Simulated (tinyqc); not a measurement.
# Changing the sheet density n

Model: scattering of inversion-layer electrons by surface optical phonons of the gate insulator (remote phonon scattering). Computed by tinyqc, a small Python program. Command: `OMP_NUM_THREADS=1 python tinyqc.py 3112122 3112123 out.jsonl sophonon sweep`. One thread of a shared host (Intel(R) Xeon(R) Processor @ 2.30GHz), about 0.03 s of CPU time with the checks.

One subband with the Fang-Howard envelope; insulator and channel are half-spaces, the gate is far away, and an interlayer only moves the polar surface away by t (its own modes and its permittivity contrast are left out).

Inputs (values chosen for the exercise, modelled on HfO2 on silicon): static constant of the insulator eps_0s = 21.8; intermediate constant eps_i = 6.68; optical constant eps_inf = 5.04; hbar omega_TO1 = 12.4 meV; hbar omega_TO2 = 49.8 meV; constant of the channel eps_s = 11.7; in-plane mass m = 0.185 m_0; valleys g_v = 2; mean distance of the electrons z0 = 3/b = 2.1 nm; interlayer thickness t = 0 nm; temperature T = 250 K; mobility from other processes = 870 cm^2/(V s).

Screening by the channel electrons: static.

Constants: k_B = 8.617333262e-05 eV/K; hbar^2/(2 m_0) = 3.80998212 eV angstrom^2; e^2/(4 pi eps_0) = 14.39964548 eV angstrom; hbar = 6.582119569e-16 eV s; e = 1.602176634e-19 C; m_0 = 9.1093837015e-31 kg.

Method:
- eps(w) = eps_inf + (eps_0s - eps_i) w1^2/(w1^2 - w^2) + (eps_i - eps_inf) w2^2/(w2^2 - w^2). Surface modes solve eps(w) + eps_s = 0, a quadratic in w^2; the strength of a mode is g = 2/(w d eps/dw).
- Occupation N = 1/(exp(hbar w/(k_B T)) - 1).
- Density of states D = g_v m/(pi hbar^2); eta = E_F/(k_B T) = ln(exp(n/(D k_B T)) - 1); screening wave number q_s = e^2 D/(2 eps_0 eps_avg) x 1/(1 + exp(-eta)), eps_avg = (eps_s + eps_inf)/2; b = 3/z0.
- For a mode of strength g, without the occupation factor, Area x |M(q)|^2 = e^2 hbar w g/(2 eps_0 q) x (b/(b + q))^6 exp(-2 q t) / (1 + (q_s/q) H(q))^2, H = (1 + 9 x/8 + 3 x^2/8)/(1 + x)^3, x = q/b.
- Approximate momentum relaxation rate, taking tau v alike in the initial and final states: 1/tau = (m/(2 pi hbar^3)) sum over modes and over absorption (N, E' = E + hbar w) and emission (N + 1, E' = E - hbar w > 0) of [(1 - f(E'))/(1 - f(E))] int_0^(2 pi) Area |M(q)|^2 (1 - cos theta) d theta, q^2 = k^2 + k'^2 - 2 k k' cos theta, f the Fermi function; 48 midpoints in theta from 0 to pi.
- mu = (e/m) int tau E f (1 - f) dE/(k_B T int f dE), by 300 midpoints from 0 to (max(eta, 0) + 14) k_B T; Matthiessen sum with the other processes.

One run for each value:
```
sheet density n (1/cm^2)  remote-phonon mobility (cm^2/(V s))      eta  q_s (1/nm)
2.00e+11                                                 2214  -2.7822      0.0974
3.60e+11                                                 2572  -2.1700      0.1712
6.40e+11                                                 3172  -1.5515      0.2921
1.20e+12                                                 4308  -0.8350      0.5056
3.70e+12                                                 8658   0.7120      1.1208
6.70e+12                                                12941   1.8686      1.4474
1.20e+13                                                19988   3.5763      1.6253
```

Give the missing row, sheet density n (1/cm^2) = 2.10e+12.

Computed row:
```
sheet density n (1/cm^2)  remote-phonon mobility (cm^2/(V s))      eta  q_s (1/nm)
2.10e+12                                                 5996  -0.1291      0.7815
```

Interpolating between the two neighbouring rows (the first column on a logarithmic scale, the others too where they are positive) misses most in eta, by 49 %. Over the rows, remote-phonon mobility (cm^2/(V s)) rises from 2210 to 20000 (exponent d ln y / d ln x 0.26 between the first rows and 0.75 between the last); eta rises from -2.78 to 3.58; q_s (1/nm) rises from 0.0974 to 1.63 (exponent d ln y / d ln x 0.96 between the first rows and 0.20 between the last). z0 is held fixed, although a denser layer lies closer to the interface.

Caution (all rows): a relaxation time is only an approximation for inelastic scattering, and static or no screening brackets the true dynamic screening only roughly.
